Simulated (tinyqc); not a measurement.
Worked calculation: Lorentz oscillators and the Kramers-Kronig relations. Values are carried at full precision from step to step, so a last printed digit may differ when a step is redone from the rounded ones.

eps(E) = 1 + sum_j S_j/(E0_j^2 - E^2 - i G_j E).

Constants: hbar c = 1973.269805 eV angstrom; hbar^2/2m0 = 3.80998211 eV angstrom^2; e^2/(4 pi eps0) = 14.39964547 eV angstrom.

Inputs chosen for the exercise:
- E0 = (8.8, 11.51) eV (resonances)
- G = (1.64, 3.5) eV (widths)
- S = (75, 138.3) eV^2 (strengths)
- E = 9.25 eV (photon energy)
- h = 0.8 eV (grid step)
- M = 36 (grid points E_j = j h)
- i = 6 (grid index at which eps1 is wanted)

## Dielectric function at one energy

Evaluate each oscillator and the sum.

terms: -2.0573+3.8424i  1.9969+1.3779i

eps(E) = 0.9395+5.2203i
eps(0) = 3.0124

## Optical constants

n + i k = sqrt(eps1 + i eps2) with k >= 0; R = ((n - 1)^2 + k^2)/((n + 1)^2 + k^2) at normal incidence from vacuum; alpha = 2 E k/(hbar c), times 1e8 for 1/cm; loss function Im(-1/eps) = eps2/(eps1^2 + eps2^2).

Convert eps at the photon energy E into the optical constants.

n = 1.7669
k = 1.4773
R = 0.2816
alpha = 1.38e+06 1/cm
loss function = 0.1855
vacuum wavelength hc/E (hc = 1239.841984 eV nm) = 134.0 nm

The intensity falls to 1/e within 7.22 nm.

## Absorptive part on the grid

Tabulate eps2 at E_j = j h.

eps2(E_j), j = 1 .. M: 0.0389  0.0809  0.1293  0.1894  0.2695  0.3849  0.5675  0.8953  1.6025  3.4968  6.2676  4.2287  3.6629  3.9394  3.3688  2.2710  1.4501  0.9571  0.6637  0.4815  0.3625  0.2814  0.2238  0.1817  0.1500  0.1256  0.1065  0.0913  0.0789  0.0688  0.0604  0.0534  0.0475  0.0424  0.0381  0.0344

## eps1 at one grid point

Kramers-Kronig: eps1(E) = 1 + (2/pi) P integral_0^infinity E1 eps2(E1)/(E1^2 - E^2) dE1. Maclaurin rule on the grid E_j = j h, j = 1 .. M: eps1(E_i) = 1 + (4 h/pi) sum over j with j - i odd of E_j eps2(E_j)/(E_j^2 - E_i^2); nothing is added above E_M.

List the terms E_j eps2_j/(E_j^2 - E_i^2) for j - i odd, add them and form eps1.

terms in order of j (1/eV): -0.0014  -0.0180  -0.1531  0.3820  0.4006  1.0139  0.4475  0.3342  0.1218  0.0485  0.0235  0.0131  0.0080  0.0052  0.0036  0.0025  0.0019  0.0014

sum = 2.635 1/eV
eps1(E_i) = 3.684

The oscillator formula gives 3.585 at E_i = 4.8 eV. The rule samples every 2h = 1.6 eV against a narrowest width of 1.64 eV and stops at 28.8 eV; coarse sampling and the missing tail make the difference.

## The f-sum on the grid

W(E_M) = (2/pi) h sum_j E_j eps2_j, with half weight on the last point; the full integral equals sum S_j = (hbar omega_p)^2, and the electron density follows from (hbar omega_p)^2 = 8 pi c (e^2/(4 pi eps0)) N with c = hbar^2/2m0.

W(E_M) = 198.68 eV^2
sum S = 213.30 eV^2
share reached on this grid (a step near the line widths can inflate it) = 0.931
hbar omega_p = 14.605 eV
N = 1.55e+23 1/cm^3

## Checks

- The value of eps1 at 9.293 eV from a fine, long grid (with the tail of eps2 ~ 1/E^3 added) against the oscillator formula: both 0.857.

tinyqc: `OMP_NUM_THREADS=1 python tinyqc.py 1650078 1650079 out.jsonl`; about 0.1 s, one thread, shared Intel(R) Xeon(R) Processor @ 2.30GHz.
